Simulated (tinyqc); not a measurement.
Inside a calculation: core-shell quantum dot (spherical envelope functions). Values are carried at full precision from step to step, so a last printed digit may differ when a step is redone from the rounded ones.

Parabolic bands; strain and other valleys are left out. s states, u = r psi, hard wall at R + H, c = hbar^2/2m0, energies from the band edges of the core. Core: u = sin(k1 r)/k1, k1 = sqrt(m1 E/c). At R, psi and psi'/m are continuous, so u is continuous and its slope in the shell is s = u/R + (m2/m1)(u' - u/R). Shell: u(R + x) = u(R) cos(k2 x) + s sin(k2 x)/k2, k2 = sqrt(m2 (E - V)/c); for negative arguments the functions turn into sinh and cosh. A level has u(R + H) = 0.

Constants: hbar^2/2m0 = 3.80998211 eV angstrom^2; e^2/(4 pi eps0) = 14.39964547 eV angstrom; hc = 1239.841984 eV nm.

Parameters, chosen for this exercise (near those of a CdSe/CdS core-shell dot; the results hold for these values, not for the real material): R = 32 angstrom (core radius); H = 26 angstrom (shell thickness); Vc = 0.3 eV (conduction edge of the shell above that of the core); me1 = 0.128 m0 (electron, core); me2 = 0.202 m0 (electron, shell); E = 0.156 eV (trial energy of the electron); Vv = 0.432 eV (hole barrier of the shell); mh1 = 0.461 m0 (hole, core); mh2 = 0.84 m0 (hole, shell); Eg = 1.72 eV (gap of the core); eps = 5.9 (dielectric constant).

## Shooting at a trial energy

Carry the electron solution outwards.

k1^2 = 0.0052410 1/angstrom^2
k2^2 = -0.0076347 1/angstrom^2
u(R) = 10.146 angstrom
s = -1.2542
u(R + H) = -19.137 angstrom

u(R + H) is negative: one node has entered, so the lowest level lies below the trial energy.

## Ground states

Find the lowest root for electron and hole, and the share of u^2 inside the core.

Levels:

| carrier | E (eV) | share in the core |
|---|---|---|
| electron | 0.1387 | 0.852 |
| hole | 0.0556 | 0.978 |

The core holds 17 % of the volume. Both carriers sit mainly in the core, as the type I line-up favours.

## Overlap and Coulomb integrals

Overlap = (integral of u_e u_h)^2 with normalised u. Coulomb integrals J_ab = (q/eps) double integral of u_a(r)^2 u_b(s)^2/max(r, s), q = e^2/(4 pi eps0), one eps everywhere. Exciton E = Eg + E_e + E_h - J_eh; first-order biexciton shift J_ee + J_hh - 2 J_eh (positive: repulsive).

Integrate numerically.

overlap = 0.907

J_eh, J_ee, J_hh (meV): 103.0  94.7  114.2

## Exciton and biexciton

Give E, the wavelength hc/E and the biexciton shift.

E = 1.811 eV
wavelength = 685 nm
biexciton shift = 3 meV

At first order the shift is the Coulomb integral of the net charge density with itself and cannot be negative; correlation, left out here, lowers it, and may reverse a shift as small as this.

## Checks

- Level without offset and mass step against c (pi/(R + H))^2/m, eV: both 0.0873.
- J_ee in that case against 1.786 q/(eps (R + H)), meV: both 75.2.

Computed by tinyqc, a small Python program: `OMP_NUM_THREADS=1 python tinyqc.py 1280979 1280980 out.jsonl` (the numbers bound the seed that draws the inputs); one thread of a shared host (Intel(R) Xeon(R) Processor @ 2.30GHz), about 0.03 s for the whole set of steps.
